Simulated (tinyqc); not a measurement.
# On-chip interconnect, size-dependent resistivity and RC delay: course in time

A rectangular line between two neighbours and two ground planes. Surface and grain-boundary scattering are added to the bulk resistivity as corrections; capacitances are parallel-plate values without fringing; inductance is ignored.

7 equal pi sections: series Rs = r Lw/7; node capacitances c Lw/7, halved at nodes 0 and 7, with Cl added to node 7; Rd feeds node 0. Elmore delay of node k: the sum, over the resistors on the path to k, of resistance times all capacitance downstream of it.

A 1 V step is applied behind Rd at t = 0. C dv/dt = -G v + b, with G the conductance matrix of the ladder (1/Rs between neighbours, 1/Rd added at node 0) and b = (1 V/Rd, 0, ...). Trapezoidal step: (C/dt + G/2) v(new) = (C/dt - G/2) v + b. The last column solves the same ladder exactly by its modes.

Inputs (values chosen for the exercise):
```
symbol  value  unit            meaning
Rd        340   ohm  driver resistance
dt       0.65    ps          time step
```

Rs = 141.652 ohm

| node | C (fF) |
|---|---|
| 0 | 0.103256 |
| 1 | 0.206513 |
| 2 | 0.206513 |
| 3 | 0.206513 |
| 4 | 0.206513 |
| 5 | 0.206513 |
| 6 | 0.206513 |
| 7 | 1.09326 |

Voltages (V):

| t (ps) | node 0 | node 3 | node 7 | node 7, exact |
|---|---|---|---|---|
| 0.65000 | 1.1547 | 0.46474 | 0.11796 | 0.14999 |
| 1.3000 | 0.4951 | 0.61728 | 0.36376 | 0.36110 |
| 1.9500 | 1.1183 | 0.64722 | 0.53070 | 0.52217 |
| 2.6000 | 0.6653 | 0.80616 | 0.64032 | 0.64269 |
| 3.2500 | 1.1228 | 0.79529 | 0.73949 | 0.73282 |
| 3.9000 | 0.7583 | 0.89652 | 0.80010 | 0.80021 |
| 4.5500 | 1.1209 | 0.88320 | 0.85433 | 0.85061 |
| 5.2000 | 0.8160 | 0.94426 | 0.88927 | 0.88829 |
| 5.8500 | 1.1138 | 0.93372 | 0.91839 | 0.91647 |
| 6.5000 | 0.8539 | 0.96970 | 0.93875 | 0.93754 |
| 7.1500 | 1.1044 | 0.96276 | 0.95422 | 0.95329 |
| 7.8000 | 0.8801 | 0.98314 | 0.96617 | 0.96507 |

What do the numbers show?

The far end of the ladder reaches 0.5 V at 1.849 ps, 0.732 of its Elmore delay (ln 2 = 0.693 for a single pole); the slowest mode has a time constant of 2.236 ps. The largest error of the trapezoidal steps at that node is 32 mV. Node 0 swings up and down from step to step: the trapezoidal rule does not damp modes much faster than dt, so these swings are numerical.

Range of the model: The metal width is under the mean free path, where the thick-limit surface term and the simple sum of corrections lose accuracy.

tinyqc, about 0.01 s, one thread, Intel Xeon 2.30GHz (shared host): `OMP_NUM_THREADS=1 python tinyqc.py 2100144 2100145 out.jsonl`
